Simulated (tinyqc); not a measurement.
Averaged masses of warped heavy- and light-hole bands, step by step. Values are carried at full precision from step to step, so a last printed digit may differ when a step is redone from the rounded ones.

Constants: Ry = 13.60569312 eV; a0 (Bohr radius) = 0.5291772105 angstrom; kB = 8.617333262e-05 eV/K; hbar^2/2m0 = 3.80998211 eV angstrom^2.

Parameters, chosen for this exercise (near those of GaSb; not measured data):

| symbol | value | unit | meaning |
|---|---|---|---|
| g1 | 13.59 |  | Luttinger gamma1 |
| g2 | 4.72 |  | gamma2 |
| g3 | 5.98 |  | gamma3 |
| eps | 16.32 |  | dielectric constant |
| mso | 0.122 | m0 | split-off mass |
| Dso | 0.771 | eV | spin-orbit splitting |
| T | 400 | K | temperature |

## Other forms of the parameters

Dresselhaus-Kip-Kittel form E = c [A k^2 -/+ sqrt(B^2 k^4 + C^2 (kx^2 ky^2 + ky^2 kz^2 + kz^2 kx^2))] with A = g1, B = 2 g2, C^2 = 12 (g3^2 - g2^2). Spherical form: mu = (6 g3 + 4 g2)/(5 g1), delta = (g3 - g2)/g1, masses 1/(g1 (1 -/+ mu)). Effective rydberg R* = Ry/(g1 eps^2) and radius a* = a0 g1 eps.

A, B, |C|: 13.590  9.440  12.719

mu, delta: 0.8059  0.0927

spherical masses, heavy and light (m0): 0.3791  0.0407

R* = 3.76 meV
a* = 117.4 angstrom

delta/mu = 0.12 measures the warping against the spherical splitting.

## Masses along six directions

Four-band hole energies E = c k^2 f(u), c = hbar^2/2m0, f = g1 -/+ 2 sqrt(g2^2 + 3 (g3^2 - g2^2) s), s = ux^2 uy^2 + uy^2 uz^2 + uz^2 ux^2 for the unit vector u; minus for heavy, plus for light holes; the mass along u is 1/f.

Give s and both masses.

Masses (m0):

| direction | s | heavy | light |
|---|---|---|---|
| [100] | 0.00000 | 0.2410 | 0.0434 |
| [110] | 0.25000 | 0.4530 | 0.0400 |
| [111] | 0.33333 | 0.6135 | 0.0391 |
| [210] | 0.16000 | 0.3489 | 0.0411 |
| [311] | 0.15702 | 0.3462 | 0.0412 |
| [331] | 0.27424 | 0.4910 | 0.0398 |

The heavy mass grows by a factor of 2.55 from [100] to [111] while the light one shrinks by 10 %; 1/m_heavy + 1/m_light = 2 g1 in every direction.

## Density-of-states masses from three directions

m_d^(3/2) is the angular mean of m(u)^(3/2). The rule mean = (10 F[100] + 16 F[110] + 9 F[111])/35 is exact for cubic harmonics up to sixth order. Total m_d = (m_h^(3/2) + m_l^(3/2))^(2/3).

m^(3/2):

| direction | heavy | light |
|---|---|---|
| [100] | 0.11828 | 0.00905 |
| [110] | 0.30488 | 0.00801 |
| [111] | 0.48053 | 0.00774 |

m_d heavy, light (m0): 0.4449  0.0408

total = 0.4531 m0
share of light holes = 2.7 %

## Averages on a grid

Grid: n x n midpoints in cos(theta) from 0 to 1 and phi from 0 to pi/2, equal weights. m_d = <f^(-3/2)>^(2/3). Conductivity mass for one scattering time: 1/m_c = <|w|^2 f^(-5/2)>/<f^(-3/2)> with w = grad_k(k^2 f)/(2 k), that is |w|^2 = f^2 + |angular gradient of f|^2/4.

Use n = 40.

m_d heavy, light (m0): 0.4157  0.0407

m_c heavy, light (m0): 0.3244  0.0406

The three-direction rule differs from the grid by +7.01 % for heavy holes. Warping makes m_c of the heavy holes 22 % smaller than m_d; on a sphere the two are equal.

## Effective density of states

Nv = 2 (kT/(4 pi c))^(3/2) [m_h^(3/2) + m_l^(3/2) + mso^(3/2) exp(-Dso/kT)], c = hbar^2/2m0, parabolic bands, m_h and m_l the density-of-states masses from the grid; 1 angstrom^-3 = 1e24 cm^-3.

prefactor = 3.8635e+19 cm^-3

the three terms: 0.26806  0.00821  0.00000

Nv = 1.067e+19 cm^-3

shares (%): 97.0  3.0  0.0

kT/Dso = 0.04, small enough for the four-band form.

## Checks

- m_d and m_c of heavy holes for g2 = g3 against 1/(g1 - 2 g3): they agree to 1e-10 or better.
- m_d of heavy holes on grids of 40 and 160: both 0.4157.

(tinyqc, `OMP_NUM_THREADS=1 python tinyqc.py 1081025 1081026 out.jsonl`, Intel(R) Xeon(R) Processor @ 2.30GHz, 1 thread, shared host, about 0.03 s.)
